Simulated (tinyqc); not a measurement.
# Worked calculation: resistance of a circular point contact between the ballistic and the diffusive limit

tinyqc, about 0.01 s, one thread, Intel Xeon 2.30GHz (shared host): `OMP_NUM_THREADS=1 python tinyqc.py 2760009 2760010 out.jsonl` Printed values are rounded.

Two half-spaces of a free-electron metal (one valley, spin 2) meet through a circular opening of radius a in an insulating sheet.

Parameters, values chosen for the exercise:
```
symbol,value,unit,meaning
n,7.7e22,cm^-3,free-electron density
l,2.6,nm,mean free path
a,3,nm,radius of the opening
```

Constants: q = 1.602176634e-19 C, hbar = 1.054571817e-34 J s. Results are converted to the units shown.

## Fermi wave number and resistivity

kF = (3 pi^2 n)^(1/3), resistivity rho = hbar kF/(n q^2 l). Maxwell: RM = rho/(2 a); Sharvin: RS = 4 rho l/(3 pi a^2); interpolation R = RS + gamma RM, gamma = (1 + 0.83 K)/(1 + 1.33 K), K = l/a.

kF = 13.16146 1/nm
rho = 27.00817 uohm cm
modes (kF a)^2/4 = 389.7538

## Resistances

As before.

RM = 45.01362 ohm
RS = 33.11425 ohm
gamma = 0.7986993
R = 69.06660 ohm

The Sharvin term makes up 47.9 % of R; it equals (h/2q^2) over the number of modes.
